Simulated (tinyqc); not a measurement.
Epitaxial growth on a vicinal surface: Burton-Cabrera-Frank step flow, step-edge barrier and island nucleation: one step, computed by the program tinyqc. Command: `OMP_NUM_THREADS=1 python tinyqc.py 3017823 3017824 out.jsonl stepflow walk`. One thread of a shared host (Intel(R) Xeon(R) Processor @ 2.30GHz), about 0.04 s of CPU time with the checks.

Adatoms land at rate F, hop on a square grid (a simplification for hexagonal faces), desorb, or join steps. Lengths are in units of a and n is the adatom coverage. Steps ascend at x = 0 and descend at x = l.

Task: Terrace solution. D n'' - n/tau + F = 0 with n(0) = n_eq and -l_s n'(l) = n(l) - n_eq. With u = n - F tau, A = n_eq - F tau, y = l/x_s, s = l_s/x_s: u = A cosh(x/x_s) + B sinh(x/x_s), B = A (1 - cosh y - s sinh y)/(sinh y + s cosh y). Flux into the ascending step J+ = D B/x_s, over the descending one J- = -(D/x_s)(A sinh y + B cosh y); step velocity J+ + J-; growth rate (J+ + J-)/l. For small y: J+ + J- = (F - n_eq/tau) l, J-/J+ = l/(l + 2 l_s). The coverage peaks where n' = 0, tanh(x/x_s) = -B/A.

Inputs (values chosen for the exercise, close to those used for 4H-SiC(0001)): deposition rate F = 0.12 layers/s; temperature T = 1610 C; critical nucleus size i = 1.

D = 1.523182e+08 a^2/s

lifetime tau = 0.005392104 s

diffusion length x_s = 906.2647 a

equilibrium coverage n_eq = 1.400237e-04

terrace width l = 468.7832 a

Schwoebel length l_s = 0 a

Give: J+; J-; growth rate; peak coverage; position of the peak.

Result:

J+ = 21.56 atoms per step site and s

J- = 21.56 atoms per step site and s

growth rate = 0.09199 layers/s

peak coverage = 1.565e-04

position of the peak = 234.4 a

Caution: twice the distance from the ascending step to the coverage peak exceeds the expected island spacing [0.25 (F/D)^(i/(i+2)) exp(E_i/((i+2) k_B T))]^(-1/2) by 40 % or more, so islands nucleate and the step-flow values are formal.
